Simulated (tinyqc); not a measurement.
A finite superlattice with mass mismatch, transfer matrices: one step of the calculation.

One electron of energy E comes from the left lead (band edge 0); no transverse momentum. Parabolic bands, masses in units of m0, C = hbar^2/(2 m0); psi and psi'/m are continuous at every interface. N periods of a barrier d1 followed by a well Lw; the right lead equals the left one.

Problem. N periods by the Chebyshev identity. x = (M11 + M22)/2 of one period. For |x| < 1 the energy lies in a miniband and cos(th) = x; for |x| > 1 it lies in a gap and cosh(g) = |x|. M^N = U_(N-1)(x) M - U_(N-2)(x) 1, with U_n = sin((n + 1) th)/sin th in a band and sign(x)^n sinh((n + 1) g)/sinh g in a gap.

Parameters, values chosen for the exercise:
```
symbol,value,unit,meaning
N,8,,number of periods
```

M of one period:

|  | 1 | 2 |
|---|---|---|
| 1 | 0.086307323 | 0.080285513 |
| 2 | -13.653302 | -1.1141853 |

Find: x; th (rad); U_(N-1); U_(N-2); M^N.

Solution.

x = -0.5139
th (rad) = 2.111
U_(N-1) = -1.076
U_(N-2) = 0.9373

M^N:

|  | 1 | 2 |
|---|---|---|
| 1 | -1.030 | -0.08641 |
| 2 | 14.70 | 0.2620 |

The energy lies in a miniband.

Range of the model: Masses are held fixed, although real bands cease to be parabolic a few tenths of an eV from their edges (inside a barrier too).

Program tinyqc, `OMP_NUM_THREADS=1 python tinyqc.py 2560130 2560131 out.jsonl`; Intel Xeon 2.30GHz, shared host, one thread, about 0.01 s.
